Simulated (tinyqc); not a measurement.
Short-period [001] superlattice in sp3s* tight binding: one step. Levels of the small cell. Two cases, with inputs chosen for the exercise.

Question. Diagonalise (s, pz, s* block of a cell with n = 1, m = 1; px and py are apart). The lowest 4 levels are filled. Give the share of the cation weight of the lowest empty level that lies on the A cations, c1.

Give: levels; share on A cations.

Case 1.

H (eV):
```
          sa1       za1       *a1       sc1       zc1       *c1       sa2       za2       *a2       sc2       zc2
sa1  -8.17717         0         0  -3.23250   2.23900         0         0         0         0  -3.32700  -2.55300
za1         0   0.77783         0  -2.88800   0.97850  -2.39750         0         0         0   2.74050   0.93750
*a1         0         0   7.80183         0   2.42700         0         0         0         0         0  -2.26150
sc1  -3.23250  -2.88800         0  -2.65157         0         0  -3.23250   2.88800         0         0         0
zc1   2.23900   0.97850   2.42700         0   3.67043         0  -2.23900   0.97850  -2.42700         0         0
*c1         0  -2.39750         0         0         0   6.75243         0   2.39750         0         0         0
sa2         0         0         0  -3.23250  -2.23900         0  -8.17717         0         0  -3.32700   2.55300
za2         0         0         0   2.88800   0.97850   2.39750         0   0.77783         0  -2.74050   0.93750
*a2         0         0         0         0  -2.42700         0         0         0   7.80183         0   2.26150
sc2  -3.32700   2.74050         0         0         0         0  -3.32700  -2.74050         0  -1.62877         0
zc2  -2.55300   0.93750  -2.26150         0         0         0   2.55300   0.93750   2.26150         0   3.10923
*c2         0   2.50050         0         0         0         0         0  -2.50050         0         0         0

          *c2
sa1         0
za1   2.50050
*a1         0
sc1         0
zc1         0
*c1         0
sa2         0
za2  -2.50050
*a2         0
sc2         0
zc2         0
*c2   6.26423
```

Answer.

levels (eV): -12.387  -10.068  -7.228  -0.233  1.913  1.924  2.438  4.403  6.513  7.802  10.088  11.157

share on A cations = 0.819

The lowest empty level is number 5, at 1.913 eV.

Case 2.

H (eV):
```
          sa1       za1       *a1       sc1       zc1       *c1       sa2       za2       *a2       sc2       zc2
sa1  -8.84863         0         0  -2.79550   1.51800         0         0         0         0  -3.33250  -2.56300
za1         0   0.62087         0  -2.71600   0.91800  -1.95400         0         0         0   2.74450   0.93650
*a1         0         0   7.12787         0   1.68850         0         0         0         0         0  -2.26150
sc1  -2.79550  -2.71600         0  -2.71764         0         0  -2.79550   2.71600         0         0         0
zc1   1.51800   0.91800   1.68850         0   3.72736         0  -1.51800   0.91800  -1.68850         0         0
*c1         0  -1.95400         0         0         0   6.73536         0   1.95400         0         0         0
sa2         0         0         0  -2.79550  -1.51800         0  -8.84863         0         0  -3.33250   2.56300
za2         0         0         0   2.71600   0.91800   1.95400         0   0.62087         0  -2.74450   0.93650
*a2         0         0         0         0  -1.68850         0         0         0   7.12787         0   2.26150
sc2  -3.33250   2.74450         0         0         0         0  -3.33250  -2.74450         0  -1.80863         0
zc2  -2.56300   0.93650  -2.26150         0         0         0   2.56300   0.93650   2.26150         0   2.94937
*c2         0   2.49550         0         0         0         0         0  -2.49550         0         0         0

          *c2
sa1         0
za1   2.49550
*a1         0
sc1         0
zc1         0
*c1         0
sa2         0
za2  -2.49550
*a2         0
sc2         0
zc2         0
*c2   6.08137
```

Answer.

levels (eV): -12.520  -10.270  -7.096  -0.306  1.240  1.880  2.440  4.363  6.475  7.128  9.523  9.909

share on A cations = 0.722

The lowest empty level is number 5, at 1.240 eV.

Computed by tinyqc, one run a case: `OMP_NUM_THREADS=1 python tinyqc.py N N+1 out.jsonl` with N = 1481534, 1482341; one thread of a shared Intel(R) Xeon(R) Processor @ 2.30GHz, about 0.5 s a run at most.
